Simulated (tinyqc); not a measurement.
Length of a polyene: Hueckel, PPP and singles CI along the polyenes. Computed by the program tinyqc. Hueckel uses the same beta without repulsion; CIS keeps all single excitations and so misses the low, doubly excited 2Ag state. W is the valence ionisation energy of a centre, MN the Mataga-Nishimoto formula, f the oscillator strength.

All-trans chains of carbon centres 1.40 angstrom apart:
```
parameter,value
"beta (eV), times 1 +/- alternation",-2.270000
alternation,0
W (eV),11.160000
gamma_rr (eV),11.310000
repulsion formula,Ohno
```

Gaps and excitations (eV):
```
centres,Hueckel gap,PPP orbital gap,bright singlet (CIS),f,lowest triplet (CIS)
2,4.540,12.149,6.390,0.548,2.690
4,2.806,9.499,4.941,1.053,1.708
6,2.020,8.130,4.064,1.495,1.237
8,1.577,7.295,3.486,1.885,0.976
10,1.292,6.737,3.079,2.230,0.816
```

What does the comparison show, and why?

The Hueckel gap tends to 4 x alternation x |beta| = 0.00 eV for long chains (zero without alternation, falling as 1/N). Exchange opens the PPP orbital gap, and the attraction of electron and hole brings the bright state 3.66 eV below it at 10 centres; the triplet lies 2.26 eV lower still.
